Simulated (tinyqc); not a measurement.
Schottky barrier on an n-type semiconductor, non-linear Poisson equation by Newton steps: one step of the calculation.

One dimension, metal at x = 0, donor density C(x) = Nd, uniform. Energies are counted from the electron Fermi level of the semiconductor and the conduction-band edge is Ec = -psi, so n = Nc exp(psi/Vt); holes follow the Fermi level of the metal, at -V, so p = Nv exp((V - psi - Eg)/Vt). Ends: psi(0) = V - phiB and psi = Vt ln(Nd/Nc) deep inside. Boltzmann statistics, full ionisation, no current, no image force in the Poisson equation.

Problem. Check against the first integral. First integral for uniform doping: E_0^2 = (2 q/(eps0 eps_r)) [Nd (U - Vt + Vt exp(-U/Vt)) + Vt p_0], U = Vbi - V, Vbi = phiB - Vt ln(Nc/Nd), p_0 = Nv exp((phiB - Eg)/Vt) (deep holes neglected). Image-force lowering dphi = sqrt(q E_0/(4 pi eps0 eps_r)), at x_m = sqrt(q/(16 pi eps0 eps_r E_0)). Depletion approximation: E = sqrt(2 q Nd U/(eps0 eps_r)).

Inputs (values chosen for the exercise); band and dielectric values close to those of silicon: temperature T = 350 K; band gap Eg = 1.14 eV; relative permittivity eps_r = 11.9; conduction-band density of states at T Nc = 3.55e19 cm^-3; valence-band density of states at T Nv = 3.31e19 cm^-3; donor density deep in the semiconductor Nd = 9.1e17 cm^-3; barrier height phiB = 0.8 eV; bias of the metal against the semiconductor V = 0 V.

Constants: q = 1.602176634e-19 C, kB = 1.380649e-23 J/K, Vt = kB T/q, eps0 = 8.8541878128e-14 F/cm where lengths are in cm. Results are converted to the units shown.

Find: E_0; dphi; x_m; field in the depletion approximation.

Solution.

E_0 = 427.17 kV/cm
dphi = 71.896 mV
x_m = 0.84153 nm
field in the depletion approximation = 436.83 kV/cm

Numbers from tinyqc (`OMP_NUM_THREADS=1 python tinyqc.py 2020102 2020103 out.jsonl`; about 0.04 s on one thread of a shared Intel Xeon 2.30GHz).
